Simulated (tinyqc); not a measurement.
From results back to parameters: free-carrier optics of a doped semiconductor (Drude model with one polar phonon). Two cases, with inputs chosen for the exercise.

Problem. The upper coupled mode solves E^4 - (wL^2 + Ep^2) E^2 + Ep^2 wT^2 = 0 with wL = wT sqrt(es/ei); N is hidden.

eps(E) = ei [1 - Ep^2/(E^2 + i E Gam)] + (es - ei) wT^2/(wT^2 - E^2 - i E gT), with Ep^2 = 8 pi c (e^2/(4 pi eps0)) N/(m ei), c = hbar^2/2m0, N in 1/angstrom^3 (1e-24 per 1/cm^3); Gam = hbar/tau, tau = mu m m0/e with m0/e = 5.685630e-12 kg/C and mu in m^2/(V s). Energies in meV.

Constants: hbar^2/2m0 = 3.80998211 eV angstrom^2; e^2/(4 pi eps0) = 14.39964547 eV angstrom.

Case 1.

Values chosen (mass and dielectric values near those of SiC; N and mu are free inputs; interband absorption and the rise of the mass with filling are left out; shifted at random, so the results belong to these values and not to a real crystal): m = 0.394 m0 (conductivity mass); ei = 6.51 (high-frequency dielectric constant); wT = 98.4 meV (TO phonon); es = 9.62 (static dielectric constant).

L+ = 119.8215 meV

Case 2.

Values chosen (mass and dielectric values near those of GaP; N and mu are free inputs; interband absorption and the rise of the mass with filling are left out; shifted at random, so the results belong to these values and not to a real crystal): m = 0.363 m0 (conductivity mass); ei = 9.31 (high-frequency dielectric constant); wT = 46.1 meV (TO phonon); es = 11.46 (static dielectric constant).

L+ = 51.3795 meV

Find: Ep; N; L-.

Solution. Ep^2 = L+^2 (L+^2 - wL^2)/(L+^2 - wT^2); the product of the roots gives L- = Ep wT/L+.

Case 1.

Ep = 12.27 meV
N = 2.80e+17 1/cm^3
L- = 10.08 meV

Case 2.

Ep = 11.06 meV
N = 3.00e+17 1/cm^3
L- = 9.93 meV

Computed by tinyqc, one run a case: `OMP_NUM_THREADS=1 python tinyqc.py N N+1 out.jsonl` with N = 1650914, 1650953; one thread of a shared Intel(R) Xeon(R) Processor @ 2.30GHz, about 0.01 s a run at most.
